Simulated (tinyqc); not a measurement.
## Gate voltage for a given inversion charge

Question. p-type body, charge-sheet picture, depletion and inversion only, full ionisation (an idealisation for deep acceptors), Boltzmann statistics (rough once Na exp(x - xn) passes about Nc/7). In units of Vt: xg = (Vg - Vfb)/Vt, x = psi/Vt, G = gamma/sqrt(Vt), xn = (2 phiF + Vc)/Vt. The implicit equation is (xg - x)^2 = G^2 [x - 1 + exp(x - xn)] for x above about 3. Cox = eps0 eox/tox. ni = sqrt(Nc Nv) exp(-Eg/(2 Vt)), Eg in volts; phiF = Vt ln(Na/ni); gamma = sqrt(2 q eps0 eps_r Na)/Cox. N_inv = (Cox Vt G/q) [sqrt(x - 1 + exp(x - xn)) - sqrt(x - 1)]. Find x - xn, psi and Vg.

Values chosen for this exercise; band and dielectric values those of a made-up semiconductor:
- T = 300 K (temperature)
- Eg = 1.34 eV (band gap)
- eps_r = 15.2 (relative permittivity)
- Nc = 3.42e19 cm^-3 (conduction-band density of states at T)
- Nv = 2.85e19 cm^-3 (valence-band density of states at T)
- eox = 3.9 (relative permittivity of the gate insulator (close to silicon dioxide))
- tox = 7.6 nm (insulator thickness)
- Na = 2.1e17 cm^-3 (acceptor density)
- Vfb = -0.65 V (flat-band voltage)
- Vc = 0 V (channel-body voltage)

Constants: q = 1.602176634e-19 C, kB = 1.380649e-23 J/K, Vt = kB T/q, eps0 = 8.8541878128e-14 F/cm where lengths are in cm. Results are converted to the units shown.

N_inv = 4.5e10 cm^-2

Answer. N_inv rises steadily with x, so it fixes x; the implicit equation then gives xg directly.

x - xn = 0.664
psi = 1.10 V
Vg = 1.15 V

tinyqc, about 0.01 s, one thread, Intel Xeon 2.30GHz (shared host): `OMP_NUM_THREADS=1 python tinyqc.py 2122105 2122106 out.jsonl`
